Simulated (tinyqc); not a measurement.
# Carrier lifetime of an n-type layer with SRH, radiative, Auger and surface recombination: two studies

Uniform excess density dn = dp (no trapping), n = n0 + dn, p = p0 + dn, Boltzmann statistics, full ionisation. Surfaces enter as a rate 2 S dn/d, which holds while diffusion to them is fast.

Parameters, values chosen for the exercise; band and dielectric values those of a made-up semiconductor: temperature T = 300 K; band gap Eg = 0.867 eV; conduction-band density of states at T Nc = 2.29e19 cm^-3; valence-band density of states at T Nv = 2.27e19 cm^-3; radiative coefficient B = 4.38e-15 cm^3/s; donor density N = 2.1e15 cm^-3; Auger coefficient (two electrons) Cn = 7.1e-31 cm^6/s; Auger coefficient (two holes) Cp = 5.5e-31 cm^6/s; trap density Nt = 1e12 cm^-3; capture cross-section for electrons sn = 8e-15 cm^2; capture cross-section for holes sp = 5e-16 cm^2; thermal velocity (both carriers) vth = 2.3e7 cm/s; trap level below the conduction band Et = 0.53 eV; surface recombination velocity (both faces) S = 4 cm/s; sample thickness d = 10 um.

Constants: q = 1.602176634e-19 C, kB = 1.380649e-23 J/K, Vt = kB T/q. Results are converted to the units shown.

Each table varies one quantity; the others keep the values above.

## Lifetime against injection

ni = sqrt(Nc Nv) exp(-Eg/(2 Vt)), Eg in volts; majority density N/2 + sqrt(N^2/4 + ni^2), n0 p0 = ni^2; n1 = Nc exp(-Et/Vt), p1 = Nv exp((Et - Eg)/Vt); tn0 = 1/(sn vth Nt), tp0 = 1/(sp vth Nt). With e = n p - ni^2 = dn (n0 + p0 + dn): U_SRH = e/(tp0 (n + n1) + tn0 (p + p1)), U_rad = B e, U_Aug = (Cn n + Cp p) e, U_s = 2 S dn/d. Each tau is dn over its rate; tau = dn/U with U the sum.

The same in every row: tau_s (s) = 1.250e-4.

Lifetime against injection:

| dn (cm^-3) | tau_SRH (s) | tau_rad (s) | tau_Aug (s) | tau (s) | radiative share (%) | largest path |
|---|---|---|---|---|---|---|
| 1e11 | 8.709e-5 | 0.1087 | 0.3193 | 5.129e-5 | 0.04718 | SRH |
| 1e12 | 8.709e-5 | 0.1087 | 0.3190 | 5.130e-5 | 0.04720 | SRH |
| 1e13 | 8.711e-5 | 0.1082 | 0.3152 | 5.130e-5 | 0.04741 | SRH |
| 1e14 | 8.733e-5 | 0.1038 | 0.2811 | 5.138e-5 | 0.04951 | SRH |
| 1e15 | 8.880e-5 | 0.07365 | 0.1173 | 5.186e-5 | 0.07041 | SRH |
| 1e16 | 9.147e-5 | 0.01887 | 0.005865 | 5.220e-5 | 0.2767 | SRH |
| 1e17 | 9.228e-5 | 0.002236 | 7.682e-5 | 3.096e-5 | 1.384 | Auger |
| 1e18 | 9.238e-5 | 2.278e-4 | 7.911e-7 | 7.768e-7 | 0.3409 | Auger |
| 1e19 | 9.239e-5 | 2.283e-5 | 7.934e-9 | 7.930e-9 | 0.03474 | Auger |

What does the comparison show?

SRH recombination leads at dn = 1e11, Auger from 1e17 on. The total lifetime goes from 5.13e-5 through a maximum of 5.22e-5 (at dn = 1e16 among the rows listed) to 7.93e-9 s. tau_SRH goes from 8.71e-5 s (low-injection limit 8.71e-5 s) to 9.24e-5 s (high-injection limit tn0 + tp0 = 9.24e-5 s). Between the last two rows tau_rad goes as dn^(-1.00) and tau_Aug as dn^(-2.00); the radiative share goes from 0.0472 through a maximum of 1.38 (at dn = 1e17 among the rows listed) to 0.0347 %. For dn = 1e19 the carriers are degenerate, where B and the Auger coefficients no longer stay constant.

## Effect of the capture cross-section for electrons at dn = 2e14 cm^-3

Same model as above.

Here dn = 2e14 cm^-3.

The same in every row: tau_rad (s) = 0.09927; tau_Aug (s) = 0.2494; tau_s (s) = 1.250e-4.

Results:

| sn (cm^2) | tau_SRH (s) | tau (s) | radiative share (%) | largest path |
|---|---|---|---|---|
| 5e-19 | 0.009520 | 1.232e-4 | 0.1241 | surface |
| 5e-18 | 0.001030 | 1.113e-4 | 0.1121 | surface |
| 5e-17 | 1.813e-4 | 7.391e-5 | 0.07446 | surface |
| 5e-15 | 8.790e-5 | 5.157e-5 | 0.05195 | SRH |
| 5e-14 | 8.705e-5 | 5.128e-5 | 0.05166 | SRH |
| 5e-13 | 8.697e-5 | 5.125e-5 | 0.05163 | SRH |

Estimate the missing row, sn = 5e-16 cm^2.

Computed row:

| sn (cm^2) | tau_SRH (s) | tau (s) | radiative share (%) | largest path |
|---|---|---|---|---|
| 5e-16 | 9.639e-5 | 5.438e-5 | 0.05478 | SRH |

With this row back in the table: Surface recombination leads at sn = 5e-19, SRH from 5e-16 on. tau_SRH falls from 0.00952 to 8.70e-5 s and the total lifetime falls from 1.23e-4 to 5.12e-5 s.

Program tinyqc, `OMP_NUM_THREADS=1 python tinyqc.py 2300015 2300016 out.jsonl`; Intel Xeon 2.30GHz, shared host, one thread, about 0.01 s.
